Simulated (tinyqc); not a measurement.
Metal-interlayer-semiconductor contact, depinning against tunnelling resistance: two steps of the calculation.

Zero bias, n-type semiconductor. Gap states at the semiconductor surface thin out as exp(-be ti), which unpins the barrier; electrons must then cross the interlayer (a rectangular barrier, no voltage drop across it) and the parabolic depleted layer, both by WKB. Energies E are counted from the Fermi level; no image force, parabolic bands.

Inputs (values chosen for the exercise); semiconductor values close to those of gallium arsenide; interlayer mass of the order of that in aluminium oxide, offset chosen freely: temperature T = 300 K; band gap Eg = 1.39 eV; relative permittivity eps_r = 12.6; electron affinity chi = 3.96 eV; conduction-band density of states at T Nc = 4.4e17 cm^-3; tunnelling mass in the semiconductor mt = 0.0649 m0; Richardson mass mA = 0.0647 m0; donor density Nd = 2.6e18 cm^-3; charge-neutrality level above the valence band E0 = 0.5 eV; pinning factor without interlayer S0 = 0.1; metal work function phiM = 4.28 eV; interlayer thickness ti = 1.3 nm; conduction-band offset of the interlayer above the semiconductor dE = 2.43 eV; tunnelling mass in the interlayer mi = 0.34 m0; decay constant of gap states through the interlayer be = 3.3 1/nm.

Constants: q = 1.602176634e-19 C, kB = 1.380649e-23 J/K, eps0 = 8.8541878128e-12 F/m, hbar = 1.054571817e-34 J s, h = 6.62607015e-34 J s, m0 = 9.1093837015e-31 kg, Vt = kB T/q, hbar^2/(2 m0) = 0.0380998212 eV nm^2. Results are converted to the units shown.

Question 1. Pinning, barrier and scales. S = 1/(1 + (1/S0 - 1) exp(-be ti)); phiB = S (phiM - chi) + (1 - S)(Eg - E0); xi = Ec - EF deep inside, from Nd = Nc F(-xi/Vt), F(x) = (2/sqrt(pi)) int_0^infinity sqrt(u) du/(1 + exp(u - x)); band bending U = phiB - xi; E00 = (hbar/2) sqrt(Nd/(eps0 eps_r mt m0)) in volts; A = 4 pi q mA m0 kB^2/h^3.

Wanted: S; phiB; xi; U; E00; A.

Answer 1.

S = 0.8902
phiB = 0.3826 eV
xi = -0.09614 eV
U = 0.4787 eV
E00 = 0.03311 eV
A = 7.775 A/(cm^2 K^2)

Question 2. Exponents and integrand on an energy grid. With U = phiB - xi: for xi < E < phiB, y = (E - xi)/U and G1 = (U/E00) [sqrt(1 - y) - y ln((1 + sqrt(1 - y))/sqrt(y))], G1 = 0 above phiB; G2 = 2 ti sqrt(mi max(phiB + dE - E, 0)/C), C = hbar^2/(2 m0); f = 1/(1 + exp(E/Vt)); integrand exp(-G1 - G2) f.

E, point 0 to 16 (eV): -0.09  -0.06188  -0.03375  -0.00563  0.0225  0.05062  0.07875  0.10687  0.135  0.16312  0.19125  0.21937  0.2475  0.27562  0.30375  0.33187  0.36
phiB = 0.38258657 eV
xi = -0.096136721 eV
E00 = 0.033105973 eV

Find: G1; G2; f; integrand.

Answer 2.

```
point      G1      G2          f  integrand (1e-10)
0      13.836  13.233    0.97015             0.0170
1      11.871  13.168    0.91634             0.1224
2      10.324  13.104    0.78676             0.5266
3       8.989  13.039    0.55423             1.5028
4       7.804  12.974    0.29518             2.7966
5       6.735  12.908    0.12368             3.6411
6       5.765  12.842   0.045382             3.7660
7       4.881  12.776   0.015767             3.3840
8       4.075  12.709  0.0053674             2.7582
9       3.340  12.642  0.0018152             2.0783
10      2.674  12.575  6.1217e-4             1.4597
11      2.074  12.508  2.0637e-4             0.9596
12      1.538  12.439  6.9527e-5             0.5911
13      1.069  12.371  2.3430e-5             0.3412
14      0.667  12.302  7.8926e-6             0.1839
15      0.340  12.233  2.6597e-6             0.0921
16      0.100  12.164  8.9591e-7             0.0423
```

Range of the model: The depletion charge would drop about 0.11 V across such an interlayer (eps_r near 9) at ti = 1.3 nm and Nd = 2.6e18 cm^-3, against a band bending of 0.48 V; this model leaves that drop out.

Program tinyqc, `OMP_NUM_THREADS=1 python tinyqc.py 2270126 2270127 out.jsonl`; Intel Xeon 2.30GHz, shared host, one thread, about 0.03 s.
